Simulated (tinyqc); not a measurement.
Chemical vapour deposition: Grove model, boundary layer, depletion and step coverage: one step, computed by the program tinyqc.

A precursor diffuses to the surface and reacts there at first order; each molecule that reacts adds one formula unit of film.

Task: Growth rate at the inlet. Fluxes in series: C_s = C_g/(1 + k_s/h_g); growth rate G = k_s h_g/(k_s + h_g) C_g/N; 1 cm/s = 6e8 nm/min.

Inputs (values chosen for the exercise, close to those used for tungsten from its fluoride): temperature T = 450 C; film density N = 6.3e+22 formula units/cm^3; channel height b = 8.4 cm.

Reactor: horizontal, reduced pressure.

surface rate constant k_s = 0.07925189 cm/s

mass-transfer coefficient h_g = 4.805722 cm/s

precursor density C_g = 1.602402e+15 1/cm^3

Give: ratio k_s/h_g; C_s/C_g; growth rate G at the inlet.

Result:

ratio k_s/h_g = 0.01649

C_s/C_g = 0.9838

growth rate G at the inlet = 1.190 nm/min

The surface reaction limits the rate, so temperature must be uniform. Caution: the boundary layer is capped at b/2, so U, L and nu no longer affect h_g.
